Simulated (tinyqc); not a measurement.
Gupta-type many-body potential for a metal. From one set of inputs to another, one input at a time. Computed by tinyqc, a small Python program. Command: `OMP_NUM_THREADS=1 python tinyqc.py 3011377 3011378 out.jsonl gupta ladder`. One thread of a shared host (Intel(R) Xeon(R) Processor @ 2.30GHz), about 0.02 s of CPU time with the checks.

E_i = sum_j A exp(-p (r_ij/r0 - 1)) - xi rho_i^gamma, with rho_i = sum_j exp(-2 q (r_ij/r0 - 1)); gamma = 1/2 is the tight-binding second-moment form. The crystal is fcc unless stated; d is the neighbour distance and a fixed number of shells is kept.

The inputs printed are set A. Set A is modelled on aluminium; the values taken over come from a set modelled on palladium. Inputs not listed in the table keep their values of set A, so the rows need not describe a real material.

Inputs (values chosen for the exercise, modelled on aluminium):
```
quantity                  value      unit
repulsion A               0.122        eV
hopping xi                 1.32        eV
decay p                    8.79         -
decay q                    2.49         -
reference distance r0     2.864  angstrom
shells kept                   3         -
embedding exponent gamma    0.5         -
```

Surface: (100).

Constants: 1 eV/angstrom^3 = 160.2176634 GPa; 1 eV/angstrom^2 = 16.02176634 J/m^2.

Method:
- fcc shells: d sqrt(k), k = 1..5, with 12, 6, 24, 12, 24 atoms; Omega = d^3/sqrt2.
- Equilibrium: dE/dd = 0; B = d^2 E''(d)/(9 Omega).
- Cut the crystal without relaxation; an atom in layer l keeps the neighbours that lie below the surface plane. Excess = E_i + E_c. Surface energy = sum of excesses over the layers, divided by the area per surface atom: (sqrt3/2) d^2 for (111), d^2 for (100), sqrt2 d^2 for (110).

Each row keeps all changes above it:
```
input moved                        from     to  cohesive energy E_c (eV)  bulk modulus B (GPa)  surface energy (J/m^2)
set A                                 -      -                    3.3434                 81.52                  0.8417
decay q                            2.49    3.7                    3.2914                124.25                  0.5371
hopping xi (eV)                    1.32   1.67                    4.9557                197.76                  0.8970
decay p                            8.79   10.5                    4.5970                205.12                  1.0233
repulsion A (eV)                  0.122  0.177                    3.7385                157.09                  0.7408
reference distance r0 (angstrom)  2.864  2.749                    3.7385                177.64                  0.8041
```

Cohesive energy E_c goes from 3.34 to 3.74, a factor 1.12 in all. The largest single move comes from hopping xi (a factor 1.51), and repulsion A works against it (a factor 0.813). Bulk modulus B goes from 81.5 to 178, a factor 2.18 in all. The largest single move comes from hopping xi (a factor 1.59), and repulsion A works against it (a factor 0.766). Surface energy goes from 0.842 to 0.804, a factor 0.955 in all. The largest single move comes from hopping xi (a factor 1.67), but it runs against the net change; the largest move in the direction of the net change is decay q (a factor 0.638). The single moves hold for this order of the switches; the total does not depend on the order.

Extremes, crossings and ranges named in words are read from the listed rows.
